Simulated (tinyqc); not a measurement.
Inside a calculation. Method: sp3 tight binding, zinc-blende lattice. One step of it, computed by the program tinyqc.

Question. Levels at k. Diagonalise the Hermitian matrix.

H(k) at k (eV), lower triangle (Hermitian):
```
,a s,a px,a py,a pz,c s,c px,c py,c pz
a s,-11.500000
a px,0.000000,-5.830000
a py,0.000000,0.000000,-5.830000
a pz,0.000000,0.000000,0.000000,-5.830000
c s,-4.313029,-2.609554,0.000000+7.248316i,0.000000-1.178259i,-11.500000
c px,2.609554,1.663597,0.000000+1.497329i,0.000000-9.211147i,0.000000,-5.830000
c py,0.000000-7.248316i,0.000000+1.497329i,1.663597,3.316217,0.000000,0.000000,-5.830000
c pz,0.000000+1.178259i,0.000000-9.211147i,3.316217,1.663597,0.000000,0.000000,0.000000,-5.830000
```

Give: eigenvalues; weights |c|^2 of the basis functions.

Answer.

eigenvalues (eV): -19.7005  -16.1277  -15.9650  -14.7766  0.0348  0.0801  3.9459  4.5289

weights |c|^2 of the basis functions:
```
,band 1,band 2,band 3,band 4,band 5,band 6,band 7,band 8
a s,0.3912,0.1105,0.0138,0.1251,0.2580,0.0917,0.0033,0.0063
a px,0.0003,0.1765,0.2821,0.0220,0.0617,0.0247,0.1929,0.2398
a py,0.0976,0.0363,0.0139,0.2309,0.1788,0.3804,0.0081,0.0540
a pz,0.0109,0.1767,0.1902,0.1219,0.0015,0.0032,0.2957,0.1999
c s,0.3912,0.1105,0.0138,0.1251,0.2580,0.0917,0.0033,0.0063
c px,0.0003,0.1765,0.2821,0.0220,0.0617,0.0247,0.1929,0.2398
c py,0.0976,0.0363,0.0139,0.2309,0.1788,0.3804,0.0081,0.0540
c pz,0.0109,0.1767,0.1902,0.1219,0.0015,0.0032,0.2957,0.1999
```
